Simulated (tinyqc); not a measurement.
# One-sided p+-n junction, ionisation integral and breakdown: effects of single changes

A p+ layer at x < 0 and an n drift layer from x = 0. Depletion approximation, built-in voltage neglected. Local ionisation coefficients alpha_n = an exp(-(bn/E)^mx), alpha_p = ap exp(-(bp/E)^mx). Electrons move towards +x, holes towards x = 0.

Parameters, values chosen for the exercise; material values close to those of gallium nitride: relative permittivity eps_r = 9.37; prefactor of the electron ionisation coefficient an = 2.75e8 1/cm; field constant for electrons bn = 3.47e7 V/cm; prefactor of the hole ionisation coefficient ap = 1.31e8 1/cm; field constant for holes bp = 2.06e7 V/cm; exponent mx = 1; electron mobility of the drift layer mu = 934 cm^2/(V s); donor density of the drift layer N = 3.6e16 cm^-3.

Constants: q = 1.602176634e-19 C, eps0 = 8.8541878128e-14 F/cm where lengths are in cm. Results are converted to the units shown.

Each table varies one quantity; the others keep the values above.

## Multiplication against voltage

W = sqrt(2 eps0 eps_r V/(q N)), peak field E0 = q N W/(eps0 eps_r), falling linearly to 0 at W. G(x) = integral from 0 to x of (alpha_n - alpha_p); I_n = integral of alpha_n exp(-G) (electrons injected at x = 0), I_p = integral of alpha_p exp(G(end) - G) (holes injected at the far edge); M = 1/(1 - I). Integrals on a fine grid; BV is where I_n = 1. Here BV = 609.108 V; the Miller exponent is n = ln(1 - 1/M)/ln(V/BV).

Multiplication against voltage:
```
V (V),E0 (kV/cm),I_n,I_p,M_n,M_p,"Miller n, electrons","Miller n, holes"
244,1.84e3,2.34e-5,0.0363,1.00,1.04,11.7,3.63
305,2.06e3,2.21e-4,0.138,1.00,1.16,12.2,2.87
365,2.25e3,0.00124,0.338,1.00,1.51,13.1,2.12
426,2.43e3,0.00568,0.610,1.01,2.56,14.5,1.38
487,2.60e3,0.0250,0.843,1.03,6.36,16.5,0.765
524,2.70e3,0.0655,0.930,1.07,14.3,18.1,0.483
560,2.79e3,0.186,0.976,1.23,41.7,20.0,0.289
585,2.85e3,0.419,0.992,1.72,127,21.5,0.196
600,2.89e3,0.713,0.998,3.48,427,22.5,0.155
```

M_n rises from 1.000 to 3.48 and M_p from 1.038 to 427; both diverge at BV. The Miller exponent for electrons rises from 11.7 to 22.5 and that for holes falls from 3.63 to 0.155, so one exponent describes neither over the whole range. The larger multiplication belongs to holes, whose coefficient at the peak field of the last row is 62.8 times the other.

## Effect of the drift doping

Same model as above.

Specific on-resistance Ron = W/(q mu N) with constant mobility and full ionisation.

Results:
```
N (cm^-3),BV (V),E0 at BV (kV/cm),W at BV (um),Ron (mohm cm^2),BV^2/Ron (MW/cm^2),eps0 eps_r mu E0^3/4 (MW/cm^2)
3e15,4.61e3,2.31e3,39.9,8.89,2.40e3,2.40e3
1.1e16,1.58e3,2.59e3,12.2,0.742,3.39e3,3.39e3
2.1e16,939,2.76e3,6.80,0.216,4.07e3,4.07e3
4.1e16,549,2.95e3,3.72,0.0607,4.97e3,4.97e3
7.8e16,330,3.15e3,2.09,0.0179,6.08e3,6.08e3
1.5e17,198,3.39e3,1.17,0.00521,7.54e3,7.54e3
2.9e17,119,3.66e3,0.653,0.00150,9.47e3,9.47e3
```

Estimate the missing row, N = 5.8e15 cm^-3.

Computed row:
```
N (cm^-3),BV (V),E0 at BV (kV/cm),W at BV (um),Ron (mohm cm^2),BV^2/Ron (MW/cm^2),eps0 eps_r mu E0^3/4 (MW/cm^2)
5.8e15,2.68e3,2.45e3,21.9,2.52,2.84e3,2.84e3
```

With this row back in the table: BV falls from 4610 to 119 V while the critical field rises from 2310 to 3660 kV/cm. BV goes as N^(-0.83) between the first two rows and N^(-0.77) between the last two (a coefficient proportional to E^7 gives -0.75 without punch-through). Ron goes as BV^(2.38) over the table; the last two columns agree since BV = E0 W/2 and N = eps0 eps_r E0/(q W).

Program tinyqc, `OMP_NUM_THREADS=1 python tinyqc.py 2120149 2120150 out.jsonl`; Intel Xeon 2.30GHz, shared host, one thread, about 0.06 s.
